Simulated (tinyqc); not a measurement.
Lossy interposer transmission line with skin effect: two steps of the calculation.

A uniform line in a homogeneous dielectric: c = sqrt(er)/(c0 Z0), l = Z0 sqrt(er)/c0 (c0 = 299792458 m/s), g = w c td, w = 2 pi f. The resistance joins its limits as r = sqrt(r_dc^2 + r_hf^2), with r_dc = rho/(wd th), r_hf = kr rho/(2 delta (wd + th)), delta = sqrt(rho/(pi f mu0)), mu0 = 4 pi 1e-7 H/m; this is an interpolation, and internal inductance, up to 0.05 nH/mm at low frequency, is neglected.

Inputs (values chosen for the exercise):
```
symbol,value,unit,meaning
len,2.5,mm,length
Rg,50,ohm,source resistance
RL,100,ohm,load resistance
CL,0,fF,load capacitance
f,6.7,GHz,frequency
```

Problem 1. Propagation constant and impedance. gamma = sqrt((r + i w l)(g + i w c)) = alpha + i beta, Zc = sqrt((r + i w l)/(g + i w c)), roots with positive real part; loss 8.685889638 alpha in dB; phase velocity w/beta.

r = 22.942715 ohm/mm
l = 0.23055771 nH/mm
c = 188.21037 pF/m
g = 0.015846313 S/m

Give: gamma len; Zc; loss; phase velocity over c0; r/(w l).

Solution 1.

gamma len = 0.61451+0.92519i
Zc = 46.770-30.930i ohm
loss = 2.1350 dB/mm
phase velocity over c0 = 0.37944
r/(w l) = 2.3638

r exceeds w l, so the line behaves mainly as an RC line at this frequency.

Problem 2. Reflection, input impedance and transfer. ZL = 1/(1/RL + i w CL); reflection (ZL - Zc)/(ZL + Zc); Zin = Zc (ZL + Zc tanh(gamma len))/(Zc + ZL tanh(gamma len)); H = V_load/V_source = [Zin/(Zin + Rg)]/[cosh(gamma len) + (Zc/ZL) sinh(gamma len)].

gamma len = 0.61450906+0.92519242i
Zc = 46.770135-30.929907i ohm

Find: ZL; reflection at the load; Zin; H; |H|.

Solution 2.

ZL = 100.0+0.0i ohm
reflection at the load = 0.3047+0.2750i
Zin = 43.37-44.64i ohm
H = 0.2320-0.3379i
|H| = -7.747 dB

tinyqc, about 0.01 s, one thread, Intel Xeon 2.30GHz (shared host): `OMP_NUM_THREADS=1 python tinyqc.py 2810112 2810113 out.jsonl`
